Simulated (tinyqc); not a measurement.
# Bandgap voltage reference from two bipolar transistors, step by step

Program tinyqc, `OMP_NUM_THREADS=1 python tinyqc.py 2062018 2062019 out.jsonl`; Intel Xeon 2.30GHz, shared host, one thread, about 0.02 s. Printed values are rounded.

Two transistors of area 1 and N carry the same current I. Is(T) = Is (T/T0)^eta exp[(Vg0 q/kB)(1/T0 - 1/T)], VBE1 = Vt ln(I/Is(T)) + I rb, VBE2 = Vt ln(I/(N Is(T))) + I rb/N. The amplifier forces I R1(T) = VBE1 - VBE2 + Vos, with R(T) = R (1 + tc (T - T0)) for both resistors, and the output is Vref = VBE1 + I R2(T). Base currents and the Early effect are neglected.

Inputs (values chosen for the exercise); values of the order met in silicon bipolar transistors:
```
symbol    value   unit                                                   meaning
T0          300      K                                     reference temperature
Vg0       1.205      V                      band-gap voltage extrapolated to 0 K
eta         4.3                   temperature exponent of the saturation current
Is      5.5e-18      A           saturation current of the unit transistor at T0
N             4                              area ratio of the second transistor
R1           10   kohm  resistor across which the difference of VBE falls, at T0
tc            0  ppm/K                 temperature coefficient of both resistors
Vos           0     mV                                   offset of the amplifier
rb            0    ohm                  series resistance of the unit transistor
R2        173.6   kohm                                     output resistor at T0
T           253      K                                               temperature
```

Constants: q = 1.602176634e-19 C, kB = 1.380649e-23 J/K. Results are converted to the units shown.

## Operating point at the reference temperature

Vt = kB T/q; I = (Vt ln N + Vos)/(R1(T) - rb (1 - 1/N)). Evaluate at T = T0.

Vt = 0.0258520 V
I = 3.58385 uA
Is(T) = 5.5e-18 A
VBE1 = 0.703244 V
I R2 = 0.622156 V
Vref = 1.32540 V

## Operating point at another temperature

Vt = kB T/q; I = (Vt ln N + Vos)/(R1(T) - rb (1 - 1/N)).

Vt = 0.0218019 V
I = 3.02238 uA
Is(T) = 4.58756e-22 A
VBE1 = 0.794112 V
I R2 = 0.524685 V
Vref = 1.31880 V

From T0 to T, VBE1 changes by 90.9 mV and I R2 by -97.5 mV, which leaves -6.60 mV in Vref.

## Resistor for zero slope at T0, ideal case

With tc = 0, Vos = 0 and rb = 0 the current is proportional to T, dVBE/dT = (VBE - Vg0 - (eta - 1) Vt)/T, and Vref has zero slope at T0 when Vref = Vg0 + (eta - 1) Vt0. Find VBE1, its slope, that Vref, R2/R1 and the curvature d2Vref/dT2 = -(eta - 1) kB/(q T0).

VBE1 = 0.703244 V
dVBE/dT = -1.95689 mV/K
Vref = 1.29031 V
R2/R1 = 16.3809
curvature = -0.947907 uV/K^2
